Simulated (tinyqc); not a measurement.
Q-state Potts model on a small periodic square lattice: enumeration, Metropolis, heat-bath and Wolff steps: one step, computed by the program tinyqc.

E = -J x (number of nearest-neighbour bonds with equal states); n x n sites with periodic edges have 2 n^2 bonds. Order parameter m = (q f - 1)/(q - 1), f being the largest share of one state. Sites are numbered row by row from 0. Here q = 2 and n = 4.

Question. One Wolff cluster. Seed site = floor(r n^2); new state = (old + 1 + floor(r (q - 1))) mod q. Sites are taken first in, first out; each neighbour (right, left, below, above) with the seed state and not yet in the cluster joins if the next r < p. The cluster then takes the new state.

Inputs (values chosen for the exercise, for a model of domains or grain orientations): temperature T = 941 K.

Update: Wolff cluster.

start states:
```
   1  2  3  4
1  1  1  0  0
2  0  1  0  1
3  0  0  1  0
4  0  1  1  0
```

random numbers, used in turn: 0.7798  0.8139  0.7542  0.2964  0.2508  0.5006  0.3662  0.3064  0.4837  0.1215  0.4688  0.3058  0.6232  0.7692  0.2967  0.2543  0.1300  0.2302  0.1750  0.4386  0.2867  0.3142  0.4325  0.4497  0.5629  0.5247  0.4065  0.5459  0.4397  0.1213  0.2948  0.6534  0.8052  0.1908  0.1921  0.3082  0.6085  0.7975  0.7947  0.5270  0.7962  0.1056  0.3397  0.2998  0.9068  0.5308  0.7144  0.9730  0.3607  0.4666  0.8572  0.0810  0.0468  0.1799  0.6052  0.9272  0.3510  0.8957  0.9355  0.5447  0.6079  0.7434  0.1036  0.3385  0.4242  0.3107

p = 0.4187725

Give: the table «Bonds tested» with the columns to, r, result; seed site; cluster size; states afterwards.

Answer.

Bonds tested:
```
from  to       r  result
12    15  0.7542      no
12     8  0.2964   joins
8      9  0.2508   joins
8     11  0.5006      no
8      4  0.3662   joins
```

seed site = 12

cluster size = 4

states afterwards:
```
   1  2  3  4
1  1  1  0  0
2  1  1  0  1
3  1  1  1  0
4  1  1  1  0
```
